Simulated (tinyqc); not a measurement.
Resistance of a tapered via with liner, size effect and interface: one step of the calculation.

A round via whose diameter grows from db at the bottom as D(z) = db + 2 z/tan(ang). The fill, of diameter D - 2 tl, starts above the bottom liner (thickness fb tl) and has rho = rho0 (1 + ks lam/(D - 2 tl)); the sidewall liner conducts in parallel with it. The bottom liner and the interface are crossed over the full area pi db^2/4. Spreading in the lines above and below is left out.

Question. Total resistance. R_fill = sum of the slices; R_bottom = rl fb tl/(pi db^2/4); R_interface = ri/(pi db^2/4); ballistic (Sharvin) limit 1/(Sb pi (db - 2 tl)^2/4); ideal cylinder rho0 hv/(pi db^2/4).

Parameters, values chosen for the exercise; fill metal close to molybdenum:

| symbol | value | unit | meaning |
|---|---|---|---|
| db | 23 | nm | diameter at the bottom |
| hv | 88 | nm | height |
| rho0 | 5.4 | uohm cm | bulk resistivity of the fill |
| tl | 0.2 | nm | liner on the sidewall |
| fb | 0.5 |  | liner at the bottom over that on the sidewall |
| rl | 440 | uohm cm | resistivity of the liner |
| ri | 3.5e-12 | ohm cm^2 | interface resistivity at the bottom |
| Sb | 1.3e15 | S/m^2 | ballistic conductance per area, about 3/(4 rho0 lam) |

| slice | slice resistance (ohm) |
|---|---|
| 0 | 2.8647112 |
| 1 | 2.2496840 |
| 2 | 1.8103816 |
| 3 | 1.4864016 |
| 4 | 1.2410407 |
| 5 | 1.0510127 |

Wanted: parts; R; shares; ballistic limit; ideal cylinder.

Answer.

parts (ohm): fill 10.703, bottom liner 1.0590, interface 0.84241
R = 12.605 ohm
shares (%): fill 84.915, bottom liner 8.402, interface 6.683
ballistic limit = 1.9176 ohm
ideal cylinder = 11.437 ohm

The fill is the largest part, and R is 1.10 times the ideal cylinder. With 2000 slices R = 12.635 ohm.

Numbers from tinyqc (`OMP_NUM_THREADS=1 python tinyqc.py 2750082 2750083 out.jsonl`; about 0.01 s on one thread of a shared Intel Xeon 2.30GHz).
